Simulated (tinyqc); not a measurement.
Resistance of a tapered via with liner, size effect and interface: two fill metals against the diameter.

A round via whose diameter grows from db at the bottom as D(z) = db + 2 z/tan(ang). The fill, of diameter D - 2 tl, starts above the bottom liner (thickness fb tl) and has rho = rho0 (1 + ks lam/(D - 2 tl)); the sidewall liner conducts in parallel with it. The bottom liner and the interface are crossed over the full area pi db^2/4. Spreading in the lines above and below is left out.

Slices between z0 = fb tl and hv, evaluated at their midpoints: conductance per length pi/4 [(D - 2 tl)^2/rho + (D^2 - (D - 2 tl)^2)/rl], slice resistance = slice height over that. 2000 slices. R_fill = sum of the slices; R_bottom = rl fb tl/(pi db^2/4); R_interface = ri/(pi db^2/4). The second fill has rho2, lam2 and tl2 in place of rho0, lam and tl.

Parameters, values chosen for the exercise; fill metal close to copper: height hv = 110 nm; sidewall angle ang = 86 degrees; bulk resistivity of the fill rho0 = 1.68 uohm cm; mean free path of the fill lam = 41 nm; size-effect factor ks = 1.3; liner on the sidewall tl = 2.8 nm; liner at the bottom over that on the sidewall fb = 0.5; resistivity of the liner rl = 500 uohm cm; interface resistivity at the bottom ri = 4.4e-12 ohm cm^2; ballistic conductance per area, about 3/(4 rho0 lam) Sb = 1.1e15 S/m^2; bulk resistivity of the second fill (close to tungsten) rho2 = 5.3 uohm cm; its mean free path lam2 = 15.5 nm; its liner tl2 = 2.6 nm.

Result of one run:

| R, first fill (ohm) | R, second fill (ohm) | ratio second/first |
|---|---|---|
| 5.8138 | 7.6108 | 1.3091 |

Which diameter at the bottom db gave this result: 8.5, 12, 17, 24 or 49 nm?

db = 49 nm.

The whole series:

| db (nm) | R, first fill (ohm) | R, second fill (ohm) | ratio second/first |
|---|---|---|---|
| 8.5 | 514.96 | 550.65 | 1.0693 |
| 12 | 163.36 | 192.73 | 1.1798 |
| 17 | 64.471 | 79.482 | 1.2328 |
| 24 | 28.289 | 35.784 | 1.2650 |
| 35 | 12.094 | 15.611 | 1.2908 |
| 49 | 5.8138 | 7.6108 | 1.3091 |
| 70 | 2.7198 | 3.6026 | 1.3246 |
| 100 | 1.2881 | 1.7219 | 1.3367 |

The ratio goes from 1.07 to 1.34. The first fill gives the lower R in every row.

Numbers from tinyqc (`OMP_NUM_THREADS=1 python tinyqc.py 2750119 2750120 out.jsonl`; about 0.01 s on one thread of a shared Intel Xeon 2.30GHz).
